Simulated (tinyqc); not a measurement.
Ways to converge the cycle: SCF convergence aids in the 6-31g basis, for N, spin multiplicity 4. Computed by the program tinyqc with PySCF. UHF with one setting changed at a time; a run stops when the energy changes by less than 1e-09 hartree and the error matrix is below 1e-5. The start is the Wolfsberg-Helmholz matrix. Damping d keeps d of the old density; a shift (hartree) raises the virtual levels; DIIS n extrapolates F over n matrices.

Geometry (angstrom):
```
atom       x       y       z
N     0.0000  0.0000  0.0000
```

lowest solution found by these runs and by PySCF with stability checks = -54.385008 hartree

Largest element of the error matrix X^T (FDS - SDF) X:
```
iteration    plain  damping 0.3  damping 0.6  shift 0.4   DIIS 3   DIIS 8
1          2.8e-01      2.8e-01      2.8e-01    2.8e-01  2.8e-01  2.8e-01
2          4.6e-02      6.8e-02      1.5e-01    5.0e-02  4.6e-02  4.6e-02
3          5.9e-03      2.1e-02      8.6e-02    1.3e-02  7.8e-03  7.8e-03
4          3.8e-03      7.8e-03      5.2e-02    7.8e-03  3.3e-03  3.3e-03
5          1.4e-03      4.3e-03      3.1e-02    4.4e-03  3.5e-04  3.2e-04
6          5.8e-04      3.0e-03      1.9e-02    2.4e-03  6.1e-05  4.1e-06
8          9.9e-05      1.1e-03      7.7e-03    6.7e-04  1.3e-06        -
10         1.7e-05      4.1e-04      3.3e-03    1.9e-04        -        -
14               -      4.9e-05      1.2e-03    1.4e-05        -        -
20               -            -      2.8e-04          -        -        -
30               -            -      2.0e-05          -        -        -
```

How each run ends:
```
run          iterations  E (hartree)         state
plain                11    -54.38501  lowest found
damping 0.3          18    -54.38501  lowest found
damping 0.6          38    -54.38501  lowest found
shift 0.4            15    -54.38501  lowest found
DIIS 3                8    -54.38501  lowest found
DIIS 8                7    -54.38501  lowest found
```

What does the comparison show, and why?

6 of 6 runs reach the lowest solution found, in 7 to 38 iterations (fastest: DIIS 8). Plain steps already contract here, so damping only slows them. DIIS 3 and DIIS 8 gain by cancelling the error over several earlier matrices, much as a quasi-Newton step does.
